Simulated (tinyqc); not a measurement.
Inside a calculation. Model: avalanche multiplication and breakdown of a junction from ionisation integrals. Computed by tinyqc, a small Python program that keeps every step. Command: `OMP_NUM_THREADS=1 python tinyqc.py 3002805 3002806 out.jsonl impact walk`. One thread of a shared host (Intel(R) Xeon(R) Processor @ 2.30GHz), about 0.01 s of CPU time with the checks. Intermediate numbers are printed to about 7 digits and carried at full precision; extremes and crossings named in words are read from the listed rows.

Ionisation coefficients follow the local field. Position x runs through the depletion layer from the p side (x = 0), where electrons enter, to the n side (x = w), where holes enter. The built-in voltage is neglected.

Inputs (values chosen for the exercise, modelled on GaAs):

| quantity | value | unit |
|---|---|---|
| electron prefactor a_n | 207000 | 1/cm |
| electron field b_n | 587000 | V/cm |
| hole prefactor a_p | 213000 | 1/cm |
| hole field b_p | 646000 | V/cm |
| exponent c | 1.8 | - |
| permittivity eps | 12.9 | - |
| layer width W | 1.6 | micrometre |
| bias as a fraction of the breakdown voltage | 0.66 | - |

Junction: p-i-n with uniform field.

Constants: e = 1.602176634e-19 C; eps_0 = 8.8541878128e-12 F/m.

## Breakdown

alpha_n = a_n exp(-(b_n/F)^c), alpha_p = a_p exp(-(b_p/F)^c). Uniform field F = F_m, w = W, V = F_m W. With Phi(x) = int_0^x (alpha_n - alpha_p) dx': 1 - 1/M_n = I_n = int_0^w alpha_n exp(-Phi) dx and M_p = M_n exp(-Phi(w)); trapezoid rule on 401 even points; breakdown at I_n = 1. Solve I_n(F_m) = 1.

critical field F_m = 0.3062855 MV/cm

width at breakdown = 1.6 micrometre

breakdown voltage = 49.00568 V

## Coefficients at the critical field

The formulas are those given above.

alpha_n = 8229.983 1/cm

alpha_p = 4616.318 1/cm

ratio k = alpha_p/alpha_n = 0.5609147

shorter ionisation length = 1.215069 micrometre

Electrons ionise more readily at the peak field. For a uniform field the condition reads (alpha_n - alpha_p) W = ln(alpha_n/alpha_p): 0.5782 against 0.5782.

## Field and integrand below breakdown

Bias V = fraction times the breakdown voltage.

peak field = 0.2021484 MV/cm

Every 50th point:

| x (micrometre) | F (MV/cm) | alpha_n (1/cm) | alpha_p (1/cm) | Phi | I_n up to x |
|---|---|---|---|---|---|
| 0.0 | 0.2021484 | 227.5613 | 64.98402 | 0.00000000 | 0.00000000 |
| 0.2 | 0.2021484 | 227.5613 | 64.98402 | 0.00325155 | 0.00454383 |
| 0.4 | 0.2021484 | 227.5613 | 64.98402 | 0.00650309 | 0.00907292 |
| 0.6 | 0.2021484 | 227.5613 | 64.98402 | 0.00975464 | 0.01358730 |
| 0.8 | 0.2021484 | 227.5613 | 64.98402 | 0.01300618 | 0.01808703 |
| 1.0 | 0.2021484 | 227.5613 | 64.98402 | 0.01625773 | 0.02257214 |
| 1.2 | 0.2021484 | 227.5613 | 64.98402 | 0.01950927 | 0.02704270 |
| 1.4 | 0.2021484 | 227.5613 | 64.98402 | 0.02276082 | 0.03149875 |
| 1.6 | 0.2021484 | 227.5613 | 64.98402 | 0.02601236 | 0.03594033 |

## Multiplication and noise

M_n = 1/(1 - I_n), M_p = M_n exp(-Phi(w)); McIntyre excess noise for the carrier with the larger M, F_x = k M + (1 - k)(2 - 1/M), with k = (smaller M - 1)/(larger M - 1).

M_n = 1.037280

M_p = 1.010646

effective k = 0.2855671

excess noise factor = 1.036323

Injecting electrons gives the larger gain and, at equal gain, the lower noise.

## Gain against bias and Miller's formula

Miller's exponent n is defined by 1 - 1/M = (V/V_B)^n for the larger M.

Gain:

| V/V_B | V (V) | F_m (MV/cm) | M_n | M_p | Miller exponent n |
|---|---|---|---|---|---|
| 0.50 | 24.50284 | 0.1531428 | 1.00044 | 1.00005 | 11.15193 |
| 0.60 | 29.40341 | 0.1837713 | 1.01024 | 1.00230 | 8.98926 |
| 0.70 | 34.30398 | 0.2143999 | 1.07582 | 1.02463 | 7.43675 |
| 0.80 | 39.20455 | 0.2450284 | 1.32905 | 1.13674 | 6.25613 |
| 0.90 | 44.10511 | 0.2756570 | 2.32202 | 1.65329 | 5.34619 |
| 0.95 | 46.55540 | 0.2909712 | 4.43995 | 2.81954 | 4.97504 |
| 0.98 | 48.02557 | 0.3001598 | 10.87221 | 6.41442 | 4.77591 |
| 0.99 | 48.51563 | 0.3032227 | 21.61472 | 12.43573 | 4.71319 |

The larger gain passes 2 between 0.800 and 0.900 of V_B and reaches 21.6 at 0.99. Miller's exponent runs from 4.7 to 11, so it is not a constant: a fit holds over a narrow range only. From the first row to the last the voltage grows by a factor 1.98 and the peak field by 1.98.

Checks made by the program: the hole form of the condition, int alpha_p exp(Phi(w) - Phi) dx = 1 (relative difference 1e-07).
